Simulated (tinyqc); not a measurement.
From results back to parameters: two-node Weyl semimetal on a cubic lattice and its slab. Three cases, with inputs chosen for the exercise.

Problem. Along (0,0,kz) the levels of the bulk are -/+ |M|, M = tz (cos k0 - cos kz), with nodes at +/-k0, 0 < k0 < pi. The planes with M < 0, that is |kz| < k0, each carry a Chern number of size one. The gaps at kz = 0 and pi come from hidden tz and k0.

Find: tz; k0; |sigma_xy| = k0/pi.

Method. The gaps are 2 tz (1 - cos k0) and 2 tz (1 + cos k0): their sum is 4 tz, and the gap at pi less the gap at 0, over the sum, is cos k0.

Case 1.

gaps 2|M| (eV): kz = 0 2.59634, kz = pi 2.00366

Solution.

tz = 1.150 eV
k0 = 1.700 1/a
|sigma_xy| = k0/pi = 0.541 e^2/(h a)

Case 2.

gaps 2|M| (eV): kz = 0 3.04836, kz = pi 1.43164

Solution.

tz = 1.120 eV
k0 = 1.940 1/a
|sigma_xy| = k0/pi = 0.618 e^2/(h a)

Case 3.

gaps 2|M| (eV): kz = 0 1.73653, kz = pi 2.30347

Solution.

tz = 1.010 eV
k0 = 1.430 1/a
|sigma_xy| = k0/pi = 0.455 e^2/(h a)

Computed by tinyqc, one run a case: `OMP_NUM_THREADS=1 python tinyqc.py N N+1 out.jsonl` with N = 1450006, 1450012, 1450094; one thread of a shared Intel(R) Xeon(R) Processor @ 2.30GHz, about 0.2 s a run at most.
